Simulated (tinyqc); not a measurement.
## Trap density from one capacitance

Problem. Traps spread evenly through the insulator exchange electrons with the semiconductor by tunnelling, with tau(x) = t0 exp(2 ka x) at depth x from the interface. The admittance per area Y seen at depth x obeys dY/dx = -Y^2/(i w eps0 eox) + q Nb ln(1 + i w tau)/tau, with Y(0) = i w Cs and w = 2 pi f; the gate sees Y(tox) = G + i w C. Working variable y = Y/(i w), in uF/cm^2. Cox = eps0 eox/tox. Find Nb and G/w.

Values chosen for this exercise: relative permittivity of the insulator eox = 19.5; insulator thickness tox = 7.3 nm; semiconductor capacitance in accumulation Cs = 3.6 uF/cm^2; decay constant of the wave function in the insulator ka = 5.7 1/nm; time constant of a trap at the interface t0 = 1e-10 s; frequency f = 1e6 Hz.

Constants: q = 1.602176634e-19 C, eps0 = 8.8541878128e-14 F/cm where lengths are in cm. Results are converted to the units shown.

C = 1.4470976 uF/cm^2

Answer. C rises steadily with Nb, so one density matches; in practice ka and t0 must come from the frequency dependence.

Nb = 9.30e18 cm^-3 eV^-1
G/w = 0.00416 uF/cm^2

Program tinyqc, `OMP_NUM_THREADS=1 python tinyqc.py 2202158 2202159 out.jsonl`; Intel Xeon 2.30GHz, shared host, one thread, about 0.4 s.
